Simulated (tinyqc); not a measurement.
Energy and lattice constant: complex band structure along [001] in sp3s* tight binding.

For k = (0, 0, kz) the phase sums are g0 = cos(phi) and g3 = i sin(phi), phi = kz a/4, and the s, pz, s* orbitals of anion (a) and cation (c) decouple from px, py. With z = exp(i phi), H(z) = H0 + z T + T^T/z for any complex z. H0 is diagonal (Esa, Epa, Exa, Esc, Epc, Exc). The anion-cation block is B(z) = z U + W/z and the cation-anion block z W^T + U^T/z, where U has Vss/2 (s,s), Vsapc/2 (s,z), -Vscpa/2 (z,s), Vxx/2 (z,z), Vxapc/2 (s*,z), -Vpaxc/2 (z,s*), and W has the same values with the s-z and s*-z signs reversed. |z| = 1 is a band state, |z| < 1 decays along [001] as exp(-kappa d) over a distance d, kappa = -(4/a) ln|z|. No spin-orbit coupling.

Parameters, chosen for this exercise (out of a larger set: near a published set for GaSb, fitted to gaps, whose masses and valley positions are rough (light masses up to twice too heavy); not measured data): p = (-7.296, 0.855, -3.895, 2.913, 6.634, 6, -6.147, 1.579, 4.138, 4.963, 4.684, 5.008, 4.213) eV (order Esa, Epa, Esc, Epc, Exa, Exc, Vss, Vxx, Vxy, Vsapc, Vscpa, Vxapc, Vpaxc); a = 6.091 angstrom (lattice constant); dE = 0.36 eV (E - Ev).

The slowest root of the s-pz block and the heavy-hole branch, sinh^2(kappa a/4) = ((E - Epa)(E - Epc) - Vxx^2)/(Vxx^2 - Vxy^2), at E = Ev + dE with Ev the lower root of [[Epa, Vxx], [Vxx, Epc]]; the couplings are kept when a changes.

Results for these values:

| case | slowest kappa (1/angstrom) | heavy-hole kappa (1/angstrom) |
|---|---|---|
| base | 0.0543 | 0.1876 |

What happens to each result for dE = 0.39 eV, all else kept?

Answer: slowest kappa rises from 0.0543 to 0.0547; heavy-hole kappa rises from 0.1876 to 0.1943.

The same for each parameter in turn:

| case | slowest kappa (1/angstrom) | heavy-hole kappa (1/angstrom) |
|---|---|---|
| base | 0.0543 | 0.1876 |
| dE = 0.39 eV | 0.0547 | 0.1943 |
| a = 6.274 angstrom | 0.0527 | 0.1822 |

With the couplings fixed, kappa a stays, so kappa scales as 1/a.

Computed by tinyqc, a small Python program: `OMP_NUM_THREADS=1 python tinyqc.py 1481673 1481674 out.jsonl` (the numbers bound the seed that draws the inputs); one thread of a shared host (Intel(R) Xeon(R) Processor @ 2.30GHz), about 0.01 s for the whole set of steps.
